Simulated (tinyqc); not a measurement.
Coupled modes against carrier density: single-oscillator infrared dielectric function of a polar cubic crystal. Computed by tinyqc, a small Python program. Command: `OMP_NUM_THREADS=1 python tinyqc.py 3002320 3002321 out.jsonl infrared walk`. One thread of a shared host (Intel(R) Xeon(R) Processor @ 2.30GHz), about 0.01 s of CPU time with the checks.

One ion pair, charges +Z* and -Z*, in a cell of volume Omega = a^3/4. Frequencies omega are given as wavenumbers (1/cm); eps_s is the static dielectric constant.

Inputs (values chosen for the exercise, for a model crystal): lattice constant a = 6.3 angstrom; mass M_A = 96.8 u; mass M_B = 33.7 u; omega_TO = 424 1/cm; Born charge Z* = 2.42 e; eps_inf = 8.38; carrier mass m* = 0.068 m_0.

Structure: zinc blende. Free carriers: present.

Constants: nu for 1 eV/(angstrom^2 u) = 15.6333042 THz; 1 THz = 33.35640952 1/cm; e^2/(4 pi eps_0) = 14.39964548 eV angstrom; e = 1.602176634e-19 C; eps_0 = 8.8541878128e-12 F/m; m_0 = 9.1093837015e-31 kg; c = 299792458 m/s.

Method:
- mu = M_A M_B/(M_A + M_B); ionic plasma term W^2 = 4 pi Z*^2 (e^2/(4 pi eps_0))/(Omega mu) in eV/(angstrom^2 u), turned into 1/cm by W = 15.6333042 x 33.35640952 x sqrt(W^2); omega_LO^2 = omega_TO^2 + W^2/eps_inf; eps_s = eps_inf + W^2/omega_TO^2; Szigeti charge 3 Z*/(eps_inf + 2); longitudinal (Callen) charge Z*/eps_inf.
- Without damping eps(omega) = 0 gives omega^4 - (omega_LO^2 + omega_p^2) omega^2 + omega_p^2 omega_TO^2 = 0, with roots L- and L+.
- omega_p^2 = N e^2/(eps_0 eps_inf m*), divided by 2 pi c; the limits are omega_p sqrt(eps_inf/eps_s) for L- at small N and omega_p for L+ at large N.

omega_LO = 449.202 1/cm

eps_s = 9.40580

Frequencies (1/cm):
```
N (1/cm^3)  omega_p      L-      L+  omega_p sqrt(eps_inf/eps_s)
1.00e+16       39.7   37.43   449.4                         37.4
3.00e+16       68.7   64.78   449.8                         64.9
1.00e+17      125.5  117.89   451.2                        118.4
3.00e+17      217.3  201.91   456.3                        205.1
1.00e+18      396.7  341.61   492.4                        374.5
3.00e+18      687.2  409.46   711.6                        648.6
1.00e+19     1254.6  420.70  1264.5                       1184.2
3.00e+19     2173.1  422.98  2178.3                       2051.2
```

What follows from these numbers?

L+ starts at 449.4 (omega_LO = 449.2) and L- ends at 423.0 (omega_TO = 424.0); neither enters the band between omega_TO and omega_LO. omega_p passes omega_LO between N = 1e18 and 3e18 per cm^3, where the modes repel each other. At the lowest N, L- is 1.000 of the plasmon screened by eps_s.

Extremes, crossings and ranges named in words are read from the listed rows.
